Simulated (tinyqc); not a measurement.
# Double-gate transistor, scale length and short-channel effects, step by step

Program tinyqc, `OMP_NUM_THREADS=1 python tinyqc.py 2420173 2420174 out.jsonl`; Intel Xeon 2.30GHz, shared host, one thread, about 0.01 s. Printed values are rounded.

A body of thickness ts between two insulators of thickness ti and two tied gates. Below threshold the potential that source and drain add obeys Laplace's equation and vanishes on the gate. Its lowest mode decays along the channel as exp(-k y); k is the smallest positive root of the matching condition at the interface, and the scale length is Lambda = pi/k.

Parameters, values chosen for the exercise; permittivities: semiconductor made up, insulator close to that of zirconium oxide: temperature T = 400 K; relative permittivity of the semiconductor eps_r = 19.7; relative permittivity of the insulator ei = 24.2; insulator thickness ti = 5.6 nm; body thickness ts = 7.1 nm; channel length L = 36 nm; potential of the source Vbi = 0.97 V; potential of the barrier top at threshold sT = 0.69 V; long-channel threshold VTL = 0.43 V; long-channel body factor m = 1; drain voltage Vds = 0.5 V.

Constants: q = 1.602176634e-19 C, kB = 1.380649e-23 J/K, Vt = kB T/q. Results are converted to the units shown.

## Scan of the matching condition

k, point 0 to 7 (1/nm): 0.03125  0.0625  0.09375  0.125  0.15625  0.1875  0.21875  0.25

f(k) = ei cos(k ti) cos(k ts/2) - eps_r sin(k ti) sin(k ts/2).

f(k), point 0 to 7: 23.3042  20.6890  16.5659  11.2679  5.2226  -1.0821  -7.1381  -12.4581

The first change of sign lies between k = 0.15625 and 0.1875 1/nm.

## Iteration 1: decay constant by Newton steps

k at the start = 0.156250 1/nm

f(k) = ei cos(k ti) cos(k ts/2) - eps_r sin(k ti) sin(k ts/2); f' by a central difference with +/- 1e-5 1/nm; k(new) = k - f/f'.

f = 5.22263
f' = -200.299 nm
k after iteration 1 = 0.182324 1/nm

## Iteration 2: decay constant by Newton steps

As before.

f = -0.0414278
f' = -201.573 nm
k after iteration 2 = 0.182119 1/nm

## Course of the iteration: decay constant by Newton steps

Stop when k changes by less than 1e-10 1/nm, or after 30 iterations.

Course of the iteration:
```
iteration  k (1/nm)  |change| (1/nm)
1          0.182324           0.0261
2          0.182119          2.06e-4
3          0.182119          1.77e-8
4          0.182119          < 1e-14
```

Converged in 4 iterations. The change falls from 0.026 in the first iteration to below the tolerance in the last.

## Scale length against simple estimates

k = 0.182119 1/nm

Lambda = pi/k and l = 1/k. A parabolic potential across the structure gives l(parabolic) = sqrt((eps_r/(2 ei)) ts ti (1 + ei ts/(4 eps_r ti))).

Lambda = 17.2502 nm
l = 5.49092 nm
l(parabolic) = 4.74179 nm

The parabolic estimate is 14 % below l.

## Threshold shift, barrier position and swing

Along the channel psi(y) = s + a exp(y/l) + b exp(-y/l) with psi(0) = Vbi, psi(L) = Vbi + Vds and l = 1/k = Lambda/pi; with A = Vbi - s, B = A + Vds, x = exp(-L/l): a = (B - A x) x/(1 - x^2), b = (A - B x)/(1 - x^2). The minimum is s + 2 sqrt(a b), at y = (l/2) ln(b/a). The long-channel potential follows the gate as s = sT + (Vg - VTL)/m, and the threshold VT is the gate voltage at which the minimum equals sT. Swing = m Vt ln 10/g at threshold, g = d(minimum)/ds = 1 - (b x + a)/((1 + x) sqrt(a b)).

s at threshold = 0.651593 V
a = 0.00116246 V
b = 0.317245 V
position of the minimum = 15.3997 nm
VT = 0.391593 V
swing = 86.6366 mV/decade

The threshold lies 38.4 mV below the long-channel value, and the barrier top sits at 0.43 L from the source.
